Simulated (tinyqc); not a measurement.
Ellipsoidal valleys in the axes of a wafer and a channel, step by step. Values are carried at full precision from step to step, so a last printed digit may differ when a step is redone from the rounded ones.

Valleys with axes a along [111], [1-1-1], [-11-1] and [-1-11], one whole valley each; inverse mass tensor w = 1/mt + (1/ml - 1/mt) a a. Device axes: z = nz/|nz|, x = nx/|nx|, y = z cross x; in them a = (ax, ay, az). Confinement mass mz = 1/w_zz. In the plane w_ij is replaced by u_ij = w_ij - w_iz w_jz/w_zz (i, j = x, y); density-of-states mass md = 1/sqrt(det u); conductivity mass along x mc = 1/u_xx; ballistic transport mass mx = u_yy/det u, width mass my = 1/u_yy.

Constants: hbar^2/2m0 = 3.80998211 eV angstrom^2; kB = 8.617333262e-05 eV/K.

Parameters, chosen for this exercise (near those of the L valleys of GaAs; not measured data):
- ml = 1.968 m0 (longitudinal mass)
- mt = 0.076 m0 (transverse mass)
- nz = (1, 0, 0) (surface normal (confinement))
- nx = (0, 1, 1) (channel direction)
- t = 6.4 nm (thickness of the film)
- T = 300 K (temperature)

## Device axes and valley axes

Give the rows x, y, z in cubic components and each valley axis in device components.

device axes:
```
    [100]    [010]   [001]
x  0.0000   0.7071  0.7071
y  0.0000  -0.7071  0.7071
z  1.0000   0.0000  0.0000
```

valley axes:
```
               ax        ay        az
[111]     0.81650   0.00000   0.57735
[1-1-1]  -0.81650   0.00000   0.57735
[-11-1]   0.00000  -0.81650  -0.57735
[-1-11]   0.00000   0.81650  -0.57735
```

## Tensors of the valley [1-1-1]

Form w and the reduced tensor u.

w (1/m0):
```
        x        y       z
x  4.7247   0.0000  5.9632
y  0.0000  13.1579  0.0000
z  5.9632   0.0000  8.9413
```

u (1/m0):
```
        x        y
x  0.7478   0.0000
y  0.0000  13.1579
```

The axis is tilted against the normal, so w_xz or w_yz is not zero and the reduction changes the masses in the plane.

## Masses of all valleys

Give mz, md, mc, mx and my.

Masses (m0):

| valley | mz | md | mc | mx | my |
|---|---|---|---|---|---|
| [111] | 0.1118 | 0.3188 | 1.3373 | 1.3373 | 0.0760 |
| [1-1-1] | 0.1118 | 0.3188 | 1.3373 | 1.3373 | 0.0760 |
| [-11-1] | 0.1118 | 0.3188 | 0.0760 | 0.0760 | 1.3373 |
| [-1-11] | 0.1118 | 0.3188 | 0.0760 | 0.0760 | 1.3373 |

mz md^2 = ml mt^2 = 0.01137 for every valley, so a heavy confinement mass comes with a small density of states. On this face all axes make the same angle with the normal.

## Subbands and shares in a film

Hard walls: E_n = c (n pi/t)^2/mz, c = hbar^2/2m0, n = 1, 2, 3. Non-degenerate share of a valley proportional to md sum_n exp(-E_n/kT); mean 1/mc = sum of share/mc. 1 nm = 10 angstrom.

Give the ladders, the shares and the mean conductivity mass.

Subbands:

| valley | E1 (meV) | E2 (meV) | E3 (meV) | share |
|---|---|---|---|---|
| [111] | 82.1 | 328.3 | 738.8 | 0.250 |
| [1-1-1] | 82.1 | 328.3 | 738.8 | 0.250 |
| [-11-1] | 82.1 | 328.3 | 738.8 | 0.250 |
| [-1-11] | 82.1 | 328.3 | 738.8 | 0.250 |

mean mc = 0.1438 m0

The lowest ladder ([111], [1-1-1], [-11-1] and [-1-11]) holds 100 % of the electrons in these valleys: all valleys have the same mz and md on this face, though not always the same mc.

## Checks

- mz md^2 against ml mt^2: they agree to 1e-10 or better.
- mx my against md^2: they agree to 1e-10 or better.

Run: tinyqc, `OMP_NUM_THREADS=1 python tinyqc.py 1850465 1850466 out.jsonl`; Intel(R) Xeon(R) Processor @ 2.30GHz, one thread, shared host; about 0.01 s of CPU time with all checks.
